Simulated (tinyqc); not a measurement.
Stoner model of a band ferromagnet: sweeps and comparisons. A value that a table varies takes the place of the one given here.

Density of states per atom and spin: flat with a rise to the top, D(e) = (M/W) [1 - sp + 4 sp (e/W + 1/2)^3]. Levels e -/+ I m/2 for up and down spin, m = n_up - n_down, n_up + n_down = nd. At zero temperature e(N) is the energy below which N states lie, and E(m) = sum over spins of integral e D de - I m^2/4.

Constants: kB = 8.617333262e-05 eV/K.

Parameters, chosen for this exercise: W = 6 eV (band width, e from -W/2 to W/2); M = 5 (states per atom and spin); nd = 7.83 (electrons per atom); sp = 0.35 (shape parameter); I = 0.87 eV (Stoner parameter).

## Moment against temperature

Fermi-Dirac occupations on 600 equal energy intervals; m is iterated from saturation until it changes by less than 1e-7 or for 400 rounds; the paramagnet is unstable while I times the mean of D weighted by -df/de exceeds 1.

Results:
```
T/Tc  T (K)  m (muB)  I D(T) of the paramagnet
0.10    407    2.170                     1.165
0.30   1221    2.124                     1.163
0.50   2036    1.953                     1.142
0.65   2646    1.724                     1.108
0.80   3257    1.369                     1.064
0.90   3664    0.998                     1.033
0.95   3868    0.716                     1.016
1.10   4478    0.000                     0.968
```

Tc (from I D(T) = 1) = 4.07e+03 K

How do the results move?

kB Tc = 0.351 eV, 0.19 of the exchange splitting at zero temperature. m keeps 0.90 of its first value at half Tc and 0.46 at 0.9 Tc. The model knows only Stoner excitations; spin waves and local moments bring the ordering temperature below the Stoner value.

## Moment against the Stoner parameter

Lowest state for each I.

Results:
```
I (eV)  I D(EF)  m (muB)  E - E(0) (meV)
0.45      0.602    0.000             0.0
0.60      0.803    0.000             0.0
0.68      0.910    0.000             0.0
0.75      1.004    0.887            -0.3
0.83      1.111    2.170           -87.2
0.94      1.258    2.170          -216.7
1.12      1.499    2.170          -428.6
1.35      1.807    2.170          -699.3
```

How do the results move?

A moment first appears at I = 0.75 eV of those listed, where I D(EF) = 1.004. It is saturated at 2.170 from I = 0.83 eV on.

## Moment against band filling

Rigid band, I fixed: a Slater-Pauling curve.

Results:
```
nd   I D(EF)  m (muB)  m_max
3.0    0.558    0.000    3.0
4.0    0.651    0.000    4.0
5.0    0.769    0.000    5.0
6.0    0.902    0.000    4.0
6.5    0.972    0.000    3.5
7.0    1.044    2.761    3.0
7.5    1.116    2.500    2.5
8.0    1.190    2.000    2.0
8.5    1.263    1.500    1.5
9.0    1.338    1.000    1.0
9.5    1.412    0.500    0.5
```

How do the results move?

Magnetic fillings among those listed: 7.0, 7.5, 8.0, 8.5, 9.0 and 9.5; the largest moment is 2.76 at nd = 7. At 7.5, 8.0, 8.5, 9.0 and 9.5 the moment is saturated and follows m_max, changing by one per electron.

## What moves the moment

Lowest state for each case. Each row changes one parameter from the base and keeps the others.

Results:
```
case         I D(EF)  m (muB)  E - E(0) (meV)
base           1.165    2.170          -134.3
W = 5.52 eV    1.266    2.170          -205.5
I = 0.94 eV    1.258    2.170          -216.7
nd = 7.53      1.121    2.470          -123.6
sp = 0.45      1.338    2.170          -248.3
```

How do the results move?

The largest shifts from the base row, up to three for each result and ties (the steps differ in size, so this ranks the rows, not the parameters). I D(EF): sp +0.173, W +0.101, I +0.094. m (muB): nd +0.300; unchanged at the printed digits by W, I and sp. E - E(0) (meV): sp -114.1, I -82.4, W -71.2.

Program tinyqc; command `OMP_NUM_THREADS=1 python tinyqc.py 1650822 1650823 out.jsonl`; about 0.3 s on one thread of a shared Intel(R) Xeon(R) Processor @ 2.30GHz.
